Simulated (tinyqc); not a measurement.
Ways to converge the cycle: SCF convergence aids in the 3-21g basis, for HeH+, spin multiplicity 1. Computed by the program tinyqc with PySCF. 

Geometry (angstrom):
```
atom       x       y       z
He    0.0000  0.0000  0.0000
H     0.0000  0.0000  1.4910
```

lowest restricted solution found by these runs and by PySCF = -2.849592 hartree

RHF with one setting changed at a time; a run stops when the energy changes by less than 1e-09 hartree and the error matrix is below 1e-5. The start is random orbitals. Damping d keeps d of the old density; a shift (hartree) raises the virtual levels; DIIS n extrapolates F over n matrices.

Largest element of the error matrix X^T (FDS - SDF) X:
```
iteration    plain  damping 0.3  damping 0.6  shift 0.4   DIIS 3   DIIS 8
1          6.5e-01      6.5e-01      6.5e-01    6.5e-01  6.5e-01  6.5e-01
2          4.0e-01      2.7e-01      4.8e-01    2.8e-01  4.0e-01  4.0e-01
3          1.8e-02      9.9e-02      3.3e-01    4.6e-02  7.5e-02  7.5e-02
4          5.7e-03      5.0e-02      2.1e-01    1.7e-02  7.1e-03  7.1e-03
5          1.8e-03      2.1e-02      1.3e-01    8.3e-03  4.1e-04  5.4e-04
6          5.7e-04      7.4e-03      7.2e-02    4.2e-03  3.9e-05  6.3e-05
8          5.6e-05      2.0e-03      2.5e-02    1.1e-03  1.3e-08  3.9e-07
10         5.5e-06      5.5e-04      1.2e-02    3.2e-04        -        -
14               -      3.9e-05      3.0e-03    2.6e-05        -        -
20               -      7.7e-07      4.5e-04          -        -        -
30               -            -      1.8e-05          -        -        -
```

How each run ends:
```
run          iterations  E (hartree)         state
plain                10    -2.849592  lowest found
damping 0.3          21    -2.849592  lowest found
damping 0.6          44    -2.849592  lowest found
shift 0.4            16    -2.849592  lowest found
DIIS 3                8    -2.849592  lowest found
DIIS 8                8    -2.849592  lowest found
```

6 of 6 runs reach the lowest restricted solution found, in 8 to 44 iterations (fastest: DIIS 3, DIIS 8). Plain steps already contract here, so damping only slows them. DIIS 3 and DIIS 8 gain by cancelling the error over several earlier matrices, much as a quasi-Newton step does.
